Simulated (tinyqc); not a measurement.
# IGBT as a p-i-n diode in series with a MOS channel, on-state and switching loss: effects of single changes

High injection (n = p) in a drift layer from x = -W/2 (anode) to +W/2 (cathode side), recombination only in the layer with lifetime tau, ideal emitters. The channel feeds the cathode side and carries the whole current. Auger recombination, carrier-carrier scattering, emitter losses and the carrier dip under the p body are left out.

Values chosen for this exercise; material values close to those of silicon: temperature T = 300 K; band gap Eg = 1.14 eV; conduction-band density of states at T Nc = 2.76e19 cm^-3; valence-band density of states at T Nv = 2.62e19 cm^-3; electron mobility mn = 1400 cm^2/(V s); hole mobility mp = 480 cm^2/(V s); width of the drift layer W = 70 um; doping of the drift layer Nd = 1.2e14 cm^-3; high-injection lifetime tau = 0.78 us; current density J = 250 A/cm^2; channel and accumulation resistance Rch = 1.5 mohm cm^2; link voltage Vdc = 400 V; turn-off energy per stored charge and link voltage ks = 0.09; switching frequency f = 10 kHz.

Constants: q = 1.602176634e-19 C, kB = 1.380649e-23 J/K, Vt = kB T/q. Results are converted to the units shown.

Each table varies one quantity; the others keep the values above.

## Effect of the high-injection lifetime

b = mn/mp, B = (b - 1)/(b + 1), La = sqrt(2 Vt mn mp tau/(mn + mp)), y = W/(2 La). n(x) = (tau J/(2 q La))[cosh(x/La)/sinh y - B sinh(x/La)/cosh y]. Vm = Vt [(8 b/(b + 1)^2)(sinh y/s) arctan(s sinh y) + B ln((1 + B tanh^2 y)/(1 - B tanh^2 y))], s = sqrt(1 - B^2 tanh^2 y); Vj = Vt ln(n(-W/2) n(W/2)/ni^2), ni = sqrt(Nc Nv) exp(-Eg/(2 Vt)), Eg in volts; Vc = J Rch; Von = Vm + Vj + Vc. Stored charge tau J, turn-off energy Eoff = ks tau J Vdc, loss at half duty 0.5 J Von + f Eoff. A unipolar device on the same layer has Vu = J (W/(q mn Nd) + Rch).

The same in every row: Vu (V) = 65.39.

Results:
```
tau (us)	y	Von (V)	Eoff (mJ/cm^2)	total loss (W/cm^2)
0.16	2.035	1.432	1.440	193.4
0.25	1.628	1.354	2.250	191.8
0.68	0.9873	1.306	6.120	224.5
1.1	0.7763	1.310	9.900	262.7
1.8	0.6068	1.321	16.20	327.1
2.9	0.4781	1.337	26.10	428.2
4.8	0.3716	1.358	43.20	601.7
7.8	0.2915	1.379	70.20	874.4
```

Estimate the missing row, tau = 0.41 us.

Computed row:
```
tau (us)	y	Von (V)	Eoff (mJ/cm^2)	total loss (W/cm^2)
0.41	1.271	1.317	3.690	201.6
```

With this row back in the table: As tau goes from 0.16 to 7.8 us, Von goes from 1.43 through a minimum of 1.31 (at tau = 0.68 us among the rows listed) to 1.38 V, Eoff rises from 1.44 to 70.2 mJ/cm^2 and the total loss goes from 193 through a minimum of 192 (at tau = 0.25 us among the rows listed) to 874 W/cm^2. Von is below Vu in 9 of the 9 rows. A short lifetime starves the middle of the layer, a long one stores charge, hence the minimum of the loss. For tau = 0.68 to 7.8 us the density at the anode passes 2e17 cm^-3, where Auger recombination and emitter losses matter.

## Effect of the current density

Same model as above.

The same in every row: y = 0.9218.

Effect of the current density:
```
J (A/cm^2)	Von (V)	Vu (V)	Eoff (mJ/cm^2)	total loss (W/cm^2)
0.3	0.5840	0.07847	0.008424	0.1718
0.76	0.6327	0.1988	0.02134	0.4538
1.9	0.6818	0.4970	0.05335	1.181
4.8	0.7341	1.256	0.1348	3.110
12	0.7923	3.139	0.3370	8.123
31	0.8698	8.108	0.8705	22.19
78	0.9880	20.40	2.190	60.44
200	1.220	52.31	5.616	178.1
500	1.717	130.8	14.04	569.7
```

As J goes from 0.3 to 500 A/cm^2, Von rises from 0.584 to 1.72 V, Eoff rises from 0.00842 to 14.0 mJ/cm^2 and the total loss rises from 0.172 to 570 W/cm^2. Von is below Vu in 6 of the 9 rows. At low current the junction voltage makes the bipolar device the worse one. For J = 0.3 to 0.76 A/cm^2 the injected density falls below 5 Nd somewhere, so high injection is doubtful. For J = 200 to 500 A/cm^2 the density at the anode passes 2e17 cm^-3, where Auger recombination and emitter losses matter.

## Effect of the channel and accumulation resistance

Same model as above.

The same in every row: y = 0.9218; Eoff (mJ/cm^2) = 7.020.

Effect of the channel and accumulation resistance:
```
Rch (mohm cm^2)	Von (V)	Vu (V)	total loss (W/cm^2)
0.2	0.9813	65.07	192.9
0.4	1.031	65.12	199.1
0.78	1.126	65.21	211.0
1.5	1.306	65.39	233.5
3.1	1.706	65.79	283.5
6.1	2.456	66.54	377.2
12	3.931	68.02	561.6
```

What does the table show?

As Rch goes from 0.2 to 12 mohm cm^2, Von rises from 0.981 to 3.93 V, Eoff stays at 7.02 mJ/cm^2 and the total loss rises from 193 to 562 W/cm^2. Von is below Vu in 7 of the 7 rows. In every row the density at the anode passes 2e17 cm^-3, where Auger recombination and emitter losses matter.

Program tinyqc, `OMP_NUM_THREADS=1 python tinyqc.py 2590105 2590106 out.jsonl`; Intel Xeon 2.30GHz, shared host, one thread, about 0.01 s.
